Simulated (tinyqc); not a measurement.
What each parameter does: six-band Luttinger-Kohn model with strain.

Six-band Luttinger-Kohn model in the basis |3/2,3/2>, |3/2,1/2>, |3/2,-1/2>, |3/2,-3/2>, |1/2,1/2>, |1/2,-1/2>, electron energies, zero at the top of the unstrained valence band. H = -[rows: (P+Q, -S, R, 0, -S/r2, r2 R); (-S*, P-Q, 0, R, -r2 Q, r32 S); (R*, 0, P-Q, S, r32 S*, r2 Q); (0, R*, S*, P+Q, -r2 R*, -S*/r2); (-S*/r2, -r2 Q, r32 S, -r2 R, P+Dso, 0); (r2 R*, r32 S*, r2 Q, -S/r2, 0, P+Dso)], r2 = sqrt(2), r32 = sqrt(3/2). Levels are twofold.

P = c g1 k^2 - av tr(e); Q = c g2 (kx^2 + ky^2 - 2 kz^2) - (b/2)(exx + eyy - 2 ezz); R = c sqrt3 [-g2 (kx^2 - ky^2) + 2i g3 kx ky] + (sqrt3/2) b (exx - eyy) - i d exy; S = 2 c sqrt3 g3 (kx - i ky) kz - d (exz - i eyz); c = hbar^2/2m0, e the strain tensor (not engineering shear).

s11 = (C11 + C12)/((C11 - C12)(C11 + 2 C12)), s12 = -C12/((C11 - C12)(C11 + 2 C12)), s44 = 1/C44; exx = s11 sxx + s12 (syy + szz) and cyclic, exy = s44 sxy/2; tension is positive. A uniaxial stress X along the unit vector n is s_ij = X n_i n_j.

Constants: hbar^2/2m0 = 3.80998211 eV angstrom^2.

Inputs chosen for the exercise (near those of InAs; not measured data): Dso = 0.375 eV (spin-orbit splitting); g1 = 19.9 (Luttinger gamma1); g2 = 8.4 (gamma2); g3 = 9.2 (gamma3); av = 1.02 eV (valence hydrostatic potential); b = -1.74 eV (tetragonal shear potential); d = -3.58 eV (trigonal shear potential); C11 = 86.4 GPa; C12 = 46 GPa; C44 = 41.9 GPa; load = biaxial (001) (kind of stress); X = -2.36 GPa (stress).

Edges at k = 0 under a biaxial (001) stress X and the curvature mass of the top pair along [110] (step 0.0002 1/angstrom). Each row changes one parameter from the base and keeps the others.

Results:
```
case,top (eV),second (eV),third (eV),mass (m0)
base,0.0747,-0.0670,-0.4637,0.035
C12 = 55.2 GPa,0.1072,-0.0554,-0.5002,0.035
Dso = 0.45 eV,0.0747,-0.0770,-0.5286,0.035
C11 = 103.68 GPa,0.0466,-0.0655,-0.4299,0.035
g3 = 11.04,0.0747,-0.0670,-0.4637,0.035
X = -2.832 GPa,0.0896,-0.0670,-0.4948,0.035
av = 0.816 eV,0.0801,-0.0616,-0.4583,0.035
d = -4.296 eV,0.0747,-0.0670,-0.4637,0.035
```

The largest shifts from the base row, up to three for each result and ties (the steps differ in size, so this ranks the rows, not the parameters). top (eV): C12 +0.0325, C11 -0.0281, X +0.0149; unchanged at the printed digits by Dso, g3 and d. second (eV): C12 +0.0116, Dso -0.0100, av +0.0054; unchanged at the printed digits by g3, X and d. third (eV): Dso -0.0650, C12 -0.0365, C11 +0.0337; unchanged at the printed digits by g3 and d. mass (m0): unchanged at the printed digits by C12, Dso, C11, g3, X, av and d. The Luttinger parameters multiply k^2 and cannot move the edges; av shifts all edges alike and leaves the mass.

Run: tinyqc, `OMP_NUM_THREADS=1 python tinyqc.py 1081367 1081368 out.jsonl`; Intel(R) Xeon(R) Processor @ 2.30GHz, one thread, shared host; about 0.06 s of CPU time with all checks.
